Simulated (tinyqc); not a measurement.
Inside a calculation: overlap of hydrogenic dopants: pairs, impurity band and the Mott density. Values are carried at full precision from step to step, so a last printed digit may differ when a step is redone from the rounded ones.

Ry* = Ry m/eps^2, aB = a0 eps/m. For 1s orbitals a distance rho = R/aB apart, in Ry*: overlap S = exp(-rho)(1 + rho + rho^2/3), J = (2/rho)(1 - (1 + rho) exp(-2 rho)) (attraction to the other ion), Kx = 2 (1 + rho) exp(-rho) (exchange of one electron). One electron on a pair has E = -1 - (J +/- Kx)/(1 +/- S), without the repulsion 2/rho of the ions. Hopping after orthogonalisation: t = (Kx - S J)/(1 - S^2), half the splitting. Dopants on a lattice with z neighbours, n = 1/R^3 (simple cubic), give a band of width B = 2 z t, as on any lattice of two interpenetrating sublattices. Valleys, central cells and disorder are left out.

Constants: Ry = 13.60569312 eV; a0 (Bohr radius) = 0.5291772105 angstrom; hbar = 6.58211957e-16 eV s.

Parameters, chosen for this exercise (an isotropic mass and dielectric constant of the size used for acceptors in Si; the results hold for these values, not for the real material):
- m = 0.426 m0 (mass)
- eps = 11.4 (dielectric constant)
- N = 0.017 1/aB^3 (dopant density)
- rho = 2.9 aB (distance of a pair)
- u = 1.25 Ry* (cost of a second electron on one dopant)
- z = 6 (neighbours in the dopant lattice)

## Scales

Form Ry*, aB, and the density N in 1/cm^3 (1/angstrom^3 = 1e24/cm^3).

Ry* = 44.599 meV
aB = 14.161 angstrom
density = 5.986e+18 1/cm^3

## A pair with one electron

Form S, J, Kx, the two levels, t, and the total energy of the lower state with the repulsion, relative to a distant pair (-1).

S, J, Kx: 0.36884  0.68151  0.42918

levels (Ry*): even -1.81141, odd -1.39979

t = 0.20581 Ry*
energy of the pair against a distant one (negative: bound) = -0.12176 Ry*

In this host the pair is 4.1 nm long and its splitting 2t is 18.36 meV.

## The pair with two electrons (two-site Hubbard model)

t is the hopping between the two dopants. Singlet at (u - sqrt(u^2 + 16 t^2))/2 below the triplet at 0; estimate 4 t^2/u; weight of double occupancy (1 - u/sqrt(u^2 + 16 t^2))/2; swap time pi hbar/Jx with Jx the splitting in eV. t and u are in units of Ry*.

singlet-triplet splitting (meV): exact 5.502, 4 t^2/u 6.045

double occupancy = 0.0824
swap time = 0.376 ps

The estimate is 9.9 % too high at 4t/u = 0.66.

## The impurity band at this density

Form R/aB, t, B = 2 z t and N^(1/3) aB. Two estimates of the gap between the Hubbard bands: u - B (rigid bands, closing at B = u) and the Hubbard-III rule, which closes at B = (2/sqrt3) u; give B/u.

R/aB = 3.8891
t = 0.09993 Ry*

B: in Ry* 1.199, in meV 53.481

N^(1/3) aB = 0.2571
B/u = 0.959

Both rules leave a gap: an insulator at T = 0. Mott's screening rule, N^(1/3) aB = 0.26, puts this density at its limit, barely on the insulating side.

## Checks

- Overlap S against numerical integration in elliptic coordinates: both 0.36884.

Run: tinyqc, `OMP_NUM_THREADS=1 python tinyqc.py 1481633 1481634 out.jsonl`; Intel(R) Xeon(R) Processor @ 2.30GHz, one thread, shared host; about 0.01 s of CPU time with all checks.
